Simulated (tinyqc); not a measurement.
Inside a calculation. Model: gas flow in a process chamber: flow regimes, conductance, effective pumping speed, pump-down, outgassing and purge. Computed by tinyqc, a small Python program that keeps every step. Command: `OMP_NUM_THREADS=1 python tinyqc.py 3120613 3120614 out.jsonl pump walk`. One thread of a shared host (Intel(R) Xeon(R) Processor @ 2.30GHz), about 0.07 s of CPU time with the checks. Intermediate numbers are printed to about 6 digits and carried at full precision; extremes and crossings named in words are read from the listed rows.

Ideal gas, isothermal flow, a pump of constant speed at the end of a round pipe; process gas, volume gas and outgassing are given the same properties. 1 sccm = 101325 Pa x 1e-6 m^3/60 s x T/273.15 K.

Inputs (values chosen for the exercise, modelled on water vapour near room temperature):
```
quantity                     value            unit
molar mass M                 18.02           g/mol
molecular diameter            0.46              nm
viscosity eta                  9.9   micropascal s
temperature T                  293               K
chamber volume V                16               L
wall area                     0.46             m^2
pipe diameter d                  4              cm
pipe length l                   18              cm
pump speed S                    39             L/s
process gas flow               440            sccm
outgassing rate after 1 h  6.6e-07  Pa m^3/(s m^2)
outgassing exponent n            1               -
starting pressure p0          2800              Pa
target base pressure         4e-05              Pa
```

Constants: k_B = 1.380649e-23 J/K; u = 1.6605390666e-27 kg.

## Molecular flow

Mean speed c = sqrt(8 k_B T/(pi m)); aperture conductance C_a = c pi d^2/16; molecular pipe C_m = C_a/(1 + 3 l/(4 d)) (Dushman form); viscous pipe C_v = pi d^4 p_mean/(128 eta l); Knudsen interpolation C = C_v + C_m (1 + x)/(1 + 1.24 x), x = d p_mean sqrt(m/(k_B T))/eta. Effective speed 1/S_eff = 1/S + 1/C_m; time constant V/S_eff; pressure at which the free path k_B T/(sqrt2 pi d_m^2 p) equals d.

mean speed c = 586.737 m/s

C_a = 184.329 L/s

C_m = 42.1323 L/s

S_eff in molecular flow = 20.2528 L/s

time constant = 0.790012 s

pressure where the free path equals d = 0.107575 Pa

The pipe passes on 52 % of the pump speed.

## Process pressure

Steady flow: the pump inlet is at p_2 = Q/S, and the chamber pressure p_1 solves Q = C((p_1 + p_2)/2) (p_1 - p_2). Residence time = p_1 V/Q. Knudsen number = free path at the mean pressure over d.

throughput Q = 797.048 Pa L/s

p_2 = 20.4371 Pa

chamber pressure p_1 = 21.4685 Pa

conductance C = 772.786 L/s

residence time = 0.430961 s

Knudsen number = 0.00513414

The flow in the pipe is viscous.

## Purging a well-mixed chamber

With steady flow a contaminant decays as exp(-t/residence time); gas used = flow x time.

time to dilute 1e3 times = 2.97697 s

time to dilute 1e6 times = 5.95394 s

gas used for 1e6 = 43.6622 standard cm^3

## Pump-down curve

Pump-down: V dp/dt = -S_eff(p) p + q(t) A, with S_eff = S p_2/p, where p_2 solves C((p + p_2)/2) (p - p_2) = S p_2 at each moment, and q(t) = q_1 (1 h/(t + 10 s))^n; integrated adaptively. At long times p = q(t) A/S_eff. S_eff(p) is tabulated at 260 pressures and interpolated in ln p. Comparison columns: p0 exp(-t/time constant) with the molecular S_eff (0 below 1e-26 p0), and the outgassing limit.

Pressure against time:
```
t (s)        p (Pa)  S_eff (L/s)  volume gas only (Pa)  outgassing limit (Pa)
0.3     1.34824e+03      38.9680           1.91531e+03            5.23939e-03
1       2.45671e+02      38.8252           7.89636e+02            4.90598e-03
3       2.70881e+00      29.3029           6.28007e+01            4.15121e-03
10      3.11017e-03      20.2133           8.90934e-03            2.69829e-03
30      1.37819e-03      20.2348           9.02030e-14            1.34914e-03
100     4.94335e-04      20.2463                     0            4.90598e-04
300     1.74549e-04      20.2505                     0            1.74083e-04
1000    5.34752e-05      20.2521                     0            5.34314e-05
3600    1.49524e-05      20.2526                     0            1.49490e-05
20000   2.69705e-06      20.2528                     0            2.69694e-06
100000  5.39608e-07      20.2528                     0            5.39603e-07
```

From t = 10 s on the pressure is within 20 % of the outgassing limit, which falls only as (t + 10 s)^-1: walls, not volume, set the time to base pressure. Early on viscous flow raises S_eff to 39.0 L/s, 1.9 times its molecular value.

## Time to base pressure

From the outgassing limit: t = 1 h x (q_1 A/(S_eff p_target))^(1/n) - 10 s; monolayer time at the target = 1e19 m^-2 x 4 k_B T/(p c) for unit sticking.

time to the target = 0.371984 h

monolayer time = 6.89457 s

Checks made by the program: throughput from C and the pressure drop (relative difference 3e-10).
